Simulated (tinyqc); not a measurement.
## Capacitances against the distance to each plane

Endless row of lines of width wl, height tl and space sl between grounded planes at distance hd; e2 fills the gaps beside the lines, e1 the rest. Laplace's equation is solved on meshes of 3, 6 and 12 steps per unit u and extrapolated (Aitken), which is good to about 0.2 %. C_even (all lines at 1 V) is the capacitance Cg to the planes; C_odd (neighbours in antiphase) = Cg + 4 Cc if only nearest neighbours couple, which defines Cc; total with quiet neighbours Cg + 2 Cc. Plate values 2 eps0 e1 wl/hd and eps0 e2 tl/sl.

Values chosen for this exercise: relative permittivity above and below the lines e1 = 2.4; relative permittivity between the lines e2 = 2.7; line width, in units u wl = 6 u; line height tl = 12 u; space between lines sl = 4 u.

Constants: eps0 = 8.8541878128e-12 F/m. Results are converted to the units shown.

The same in every row: plate Cc (aF/um) = 71.7.

Results:

| hd (u) | Cg (aF/um) | Cc (aF/um) | Cg + 2 Cc (aF/um) | C_odd (aF/um) | plate Cg (aF/um) | share of coupling, 2 Cc/(Cg + 2 Cc) (%) |
|---|---|---|---|---|---|---|
| 2 | 190 | 68.0 | 326 | 462 | 128 | 41.7 |
| 3 | 131 | 72.8 | 277 | 422 | 85.0 | 52.6 |
| 4 | 100 | 76.3 | 253 | 405 | 63.8 | 60.4 |
| 5 | 81.1 | 79.1 | 239 | 398 | 51.0 | 66.1 |
| 8 | 51.6 | 84.7 | 221 | 390 | 31.9 | 76.7 |
| 10 | 41.5 | 87.0 | 216 | 390 | 25.5 | 80.8 |

Estimate the missing row, hd = 6 u.

Computed row:

| hd (u) | Cg (aF/um) | Cc (aF/um) | Cg + 2 Cc (aF/um) | C_odd (aF/um) | plate Cg (aF/um) | share of coupling, 2 Cc/(Cg + 2 Cc) (%) |
|---|---|---|---|---|---|---|
| 6 | 68.1 | 81.4 | 231 | 394 | 42.5 | 70.5 |

With this row back in the table: As hd goes from 2 to 10, Cg falls from 190 to 41.5 aF/um, Cc rises from 68.0 to 87.0 aF/um and the share of coupling rises from 41.7 to 80.8 %. Cg is 1.49 times its plate value in the first row and 1.63 times in the last; for Cc the ratios are 0.948 and 1.21. Neighbours in antiphase raise the load by a factor of 1.42 and 1.81 over quiet ones. For hd = 10 the planes are farther than 0.8 of the pitch, so second neighbours couple too and Cg + 2 Cc understates the quiet load by a per cent or more.

Program tinyqc, `OMP_NUM_THREADS=1 python tinyqc.py 2790194 2790195 out.jsonl`; Intel Xeon 2.30GHz, shared host, one thread, about 1 s.
